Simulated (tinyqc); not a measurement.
Drift velocity with scattering: Wannier-Stark ladder of a miniband.

Constants: hbar = 6.58211957e-16 eV s.

Parameters, chosen for this exercise (out of a larger set: near those of an InGaAs/InAlAs superlattice; not measured data): W = 13 meV (miniband width); d = 111 angstrom (period); G = 2 meV (hbar/tau).

Esaki-Tsu: v = v0 y/(1 + y^2), y = e F d/G, v0 = W d/(2 hbar), at zero temperature; 1 angstrom/s = 1e-8 cm/s, 1 kV/cm = 0.01 meV/angstrom. The last column is dv/dF in cm^2/(V s).

Results:

| y | F (kV/cm) | v (1e6 cm/s) | dv/dF |
|---|---|---|---|
| 0.1 | 0.18 | 1.09 | 5904 |
| 0.3 | 0.54 | 3.02 | 4660 |
| 0.6 | 1.08 | 4.84 | 2105 |
| 1.0 | 1.80 | 5.48 | 0 |
| 1.5 | 2.70 | 5.06 | -720 |
| 4.0 | 7.21 | 2.58 | -316 |

Give the missing row, y = 2.5.

Computed row:
```
y    F (kV/cm)  v (1e6 cm/s)  dv/dF
2.5       4.50          3.78   -608
```

v0 = 10.96 x 1e6 cm/s
field at y = 1 = 1.80 kV/cm

The velocity peaks at v0/2 = 5.48 x 1e6 cm/s at 1.80 kV/cm and then falls: negative differential velocity, steepest at y = sqrt3 with -v0/(8 Fc) = -760 cm^2/(V s). The low-field mobility is v0/Fc = 6084 cm^2/(V s). At the peak the swing is W/G = 6.5 periods, so the semiclassical picture holds.

Run: tinyqc, `OMP_NUM_THREADS=1 python tinyqc.py 1280677 1280678 out.jsonl`; Intel(R) Xeon(R) Processor @ 2.30GHz, one thread, shared host; about 0.1 s of CPU time with all checks.
